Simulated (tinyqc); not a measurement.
Hot carriers by balance equations with a heated Maxwellian. Which input was changed? Computed by tinyqc, a small Python program. Command: `OMP_NUM_THREADS=1 python tinyqc.py 3000512 3000513 out.jsonl hot which`. One thread of a shared host (Intel(R) Xeon(R) Processor @ 2.30GHz), about 0.3 s of CPU time with the checks.

The carriers follow a Maxwellian at an electron temperature T_e, slightly displaced; the drift energy is neglected against k_B T_e. The balance averages the rate, not the time, so mu_0 lies below the relaxation-time value.

Inputs (values chosen for the exercise, for a model non-polar semiconductor):
```
quantity,value,unit
effective mass m,0.551,m_0
density rho,4750,kg/m^3
sound velocity v_l,6440,m/s
acoustic deformation potential D_A,7.4,eV
phonon energy hbar w,79.4,meV
optical or intervalley deformation potential D_o,7.7,1e8 eV/cm
final valleys Z_f,3,-
lattice temperature T,200,K
electric field F,6.7,kV/cm
mixing,0.2,-
iteration cap,300,-
```

Band: parabolic. Solver: damped fixed point.

Constants: k_B = 8.617333262e-05 eV/K; k_B = 1.380649e-23 J/K; e = 1.602176634e-19 C; hbar = 1.054571817e-34 J s; m_0 = 9.1093837015e-31 kg; hbar = 6.582119569e-16 eV s.

Method:
- Parabolic band: E = hbar^2 k^2/(2 m), speed v = hbar k/m, states per spin, volume and energy g(E) = m k/(2 pi^2 hbar^2). Masses are multiplied by m_0 and all formulas are in SI units.
- Phonon occupation N_q = 1/(exp(hbar w/(k_B T)) - 1).
- Acoustic deformation potential (elastic, equipartition, absorption and emission together): 1/tau = 2 pi k_B T D_A^2 g(E)/(hbar rho v_l^2).
- Optical or intervalley deformation potential: 1/tau = (pi Z_f D_o^2/(rho w)) [N_q g(E + hbar w) + (N_q + 1) g(E - hbar w)], with g = 0 below the band edge.
- Averages over the Maxwellian, <y> = int y x^(1/2) exp(-x) dx / int x^(1/2) exp(-x) dx with x = E/(k_B T_e), split at x_0 = hbar w/(k_B T_e): 64 Gauss-Legendre points in sqrt(x) below it and 128 in sqrt(x - x_0) above it, up to x = 32. Momentum balance: mu(T_e) = e/(m nu), nu = <x (sum of rates)>/<x>. Power lost per carrier: P(T_e) = hbar w <emission rate - absorption rate> + <(2 m v_l^2/(k_B T)) (E - 2 k_B T) acoustic rate>.
- Energy relaxation time at weak heating: tau_E = (3/2) k_B / (dP/dT_e), the derivative by a central difference of +/- 0.5 K at T_e = T.
- Fixed point: T_out = T + (T_e - T) e mu(T_e) F^2/P(T_e), T_new = T_e + mixing (T_out - T_e).
- Start at T_e = 1.5 T; stop when T_e moves by less than 1e-6 K or exceeds 1e6 K.

Problem. One of these inputs alone was changed, within the range given: effective mass m (0.2755 to 1.102); acoustic deformation potential D_A (3.7 to 14.8); phonon energy hbar w (39.7 to 158.8); density rho (2375 to 9500). Which one, and to what value?

Results:
```
run,low-field mobility mu_0 (cm^2/(V s)),electron temperature T_e (K),energy relaxation time tau_E (ps)
before,1337.544,337.9338,0.9677597
after,1963.031,359.2348,0.9786181
```

Solution.

Each candidate set to reproduce low-field mobility mu_0, and what it then gives:
```
candidate,range searched,value needed,electron temperature T_e (K),energy relaxation time tau_E (ps)
effective mass m (m_0),0.2755 to 1.102,0.4726,391.56,1.2234
acoustic deformation potential D_A (eV),3.7 to 14.8,5.840,359.23,0.9786
phonon energy hbar w (meV),39.7 to 158.8,out of reach,-,-
density rho (kg/m^3),2375 to 9500,6971,407.24,1.4203
```

Only acoustic deformation potential D_A fits every result: it went from 7.4 to 5.84 eV. The next best candidate, effective mass m, misses one result by 25 %.
